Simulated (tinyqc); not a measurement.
Dielectric confinement in a thin film (image charges), step by step. Values are carried at full precision from step to step, so a last printed digit may differ when a step is redone from the rounded ones.

A film |z| < t/2 of dielectric constant eps between half-spaces of dielectric constant e2; lam = (eps - e2)/(eps + e2), q = e^2/(4 pi eps0). The self-energy of a band edge is taken with the high-frequency value, e2 = eh, and the field of a fixed ion with the static one, e2 = eo. A charge at z has images lam^|n| at n t + (-1)^n z. Its self-energy is S(z) = (q/2 eps) sum over n >= 1 of lam^n [1/(n t - 2z) + 1/(n t + 2z)] for odd n and 2 lam^n/(n t) for even n; at the centre S(0) = -(q/(eps t)) ln(1 - lam).

Constants: e^2/(4 pi eps0) = 14.39964547 eV angstrom; hbar^2/2m0 = 3.80998211 eV angstrom^2; Ry = 13.60569312 eV.

Parameters, chosen for this exercise (near those of a Si (100) film, two-fold valleys, between layers of a low-k oxide; the results hold for these values, not for the real material):
- t = 22 angstrom (film thickness)
- eps = 11.8 (dielectric constant of the film)
- eh = 2 (high-frequency dielectric constant outside)
- mz = 0.903 m0 (mass across the film)
- eo = 2.5 (static dielectric constant outside)
- m = 0.183 m0 (mass in the plane)

## Images for a charge at the centre

Give lam, the first five terms (q/eps) lam^n/(n t), their sum and the closed form.

lam = 0.7101

terms (meV): [39.39, 13.99, 6.62, 3.53, 2.00]

sum of five = 65.53 meV
S(0) = 68.69 meV

The surroundings screen less than the film, so the images repel and each band edge moves outwards: the gap changes by about 2 S = +137 meV. The static value 2.5 would give S(0) = +58.3 meV.

## Self-energy across the film

S at 2z/t = 0, 0.2, 0.4, 0.6, 0.8 and 0.9, summed to n = 399.

Self-energy:
```
2z/t  z (angstrom)  S (meV)
0.0            0.0    68.69
0.2            2.2    70.37
0.4            4.4    76.33
0.6            6.6    91.16
0.8            8.8   139.29
0.9            9.9   237.36
```

Towards the wall S diverges as (q lam/4 eps)/(distance), an artefact of the abrupt interface that the vanishing envelope makes harmless.

## Shift of the subband edge

First order: <S> over the envelope (2/t) cos^2(pi z/t), beside the confinement energy c (pi/t)^2/mz, c = hbar^2/2m0.

<S> = 77.42 meV
confinement energy = 86.04 meV

|<S>| is 0.90 times the confinement energy; the first goes as 1/t and the second as 1/t^2, so they are equal at t = 24 angstrom.

## Binding of a donor

Donor at the centre, lam from the static eo, trial function cos(pi z/t) exp(-rho/l): E(l) = c/(m l^2) - (q/eps) times the integral over k of F(k t) (1 + (k l/2)^2)^(-3/2), with F(x) = F0 + 2 lam exp(-x) G/(1 - lam exp(-x)), F0 = 2[(1 - exp(-x/2))/x + x (1 + exp(-x/2))/(x^2 + 4 pi^2)], G = 2 sinh(x/2)[1/x - x/(x^2 + 4 pi^2)]; c = hbar^2/2m0. The binding energy is -E at the minimum, counted from the subband edge with its self-energy.

Minimise over l with and without images (lam = 0); Ry* = Ry m/eps^2.

Donor:
```
case         l (angstrom)  binding (meV)  in Ry*
no images            24.7           47.2    2.64
with images          20.1          141.9    7.93
```

Ry* = 17.88 meV

The images change the binding by +94.7 meV, against -2 (q/(eps t)) ln(1 - lam) = +116.6 meV for an orbit much smaller than t. At 300 K the binding is 5.5 kB T, which hinders ionisation.

## Checks

- S(0) from the series against the closed form, meV: both 68.69.
- F(2.3) for lam = 0.7101 from a direct sum over images against the closed form: both 0.8965.

Program tinyqc; command `OMP_NUM_THREADS=1 python tinyqc.py 1251842 1251843 out.jsonl`; about 0.04 s on one thread of a shared Intel(R) Xeon(R) Processor @ 2.30GHz.
